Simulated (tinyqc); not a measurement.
Inside a calculation. Model: hexagonal on-chip spiral inductor, lumped pi model.

Numbers from tinyqc (`OMP_NUM_THREADS=1 python tinyqc.py 2302064 2302065 out.jsonl`; about 0.01 s on one thread of a shared Intel Xeon 2.30GHz). Printed values are rounded.

Outer diameter do = di + 2 n wd + 2 (n - 1) sp, mean da = (do + di)/2, fill p = (do - di)/(do + di), length l = 3.464 n da. L = 2.33 mu0 n^2 da/(1 + 3.82 p), mu0 = 4 pi 1e-7 H/m. Rs = rho l/(wd delta (1 - exp(-th/delta))), delta = sqrt(rho/(pi f mu0)). Cs = n wd^2 eps0 eo/hu across the coil. At each end Cox = l wd eps0 eo/(2 ho) leads to the substrate branch Rsi = 2 rs he/(l wd) in parallel with Csi = l wd eps0 11.7/(2 he). With one end grounded Y = 1/(Rs + i w L) + i w Cs + 1/[1/(i w Cox) + 1/(1/Rsi + i w Csi)], w = 2 pi f; Q = -Im Y/Re Y. Eddy currents in neighbouring turns and in the substrate are left out.

Values chosen for this exercise; values of the order met in silicon radio-frequency processes:
- n = 3.5 (number of turns)
- wd = 8 um (line width)
- sp = 3 um (space between turns)
- di = 80 um (inner diameter)
- th = 3.4 um (metal thickness)
- rho = 1.9 uohm cm (metal resistivity)
- ho = 9.1 um (oxide below the coil)
- hu = 1.2 um (oxide between coil and underpass)
- eo = 3 (relative permittivity of the oxide)
- rs = 10 ohm cm (substrate resistivity)
- he = 80 um (effective spreading depth in the substrate)
- f = 2.9 GHz (frequency)

Constants: eps0 = 8.8541878128e-12 F/m. Results are converted to the units shown.

## Geometry and model elements

do, l, L, delta, Rs, Cs, Cox, Rsi and Csi as defined.

do = 151 um
l = 1400.32 um
L = 1.90547 nH
delta = 1.28824 um
Rs = 2.78017 ohm
Cs = 4.95835 fF
Cox = 16.3500 fF
Rsi = 1428.24 ohm
Csi = 7.25325 fF

Rs is 2.84 times the direct-current value in this empirical form, which overstates the skin effect of a flat slab when delta is near th and so stands in for some current crowding.

## Admittance, quality factor and apparent inductance

Series branch 1/(Rs + i w L), substrate branch, total Y, Q = -Im Y/Re Y, apparent inductance Im(1/Y)/w, metal-only value w L/Rs, share of the loss in the substrate Re(substrate branch)/Re Y.

series branch = 2.2916-28.6183i mS
substrate branch = 0.092036+0.241382i mS
Y = 2.3836-28.2866i mS
Q = 11.8671
apparent inductance = 1.92650 nH
w L/Rs = 12.4884
share of the loss in the substrate = 3.86118 %

Q is 95.0 % of the metal-only value.
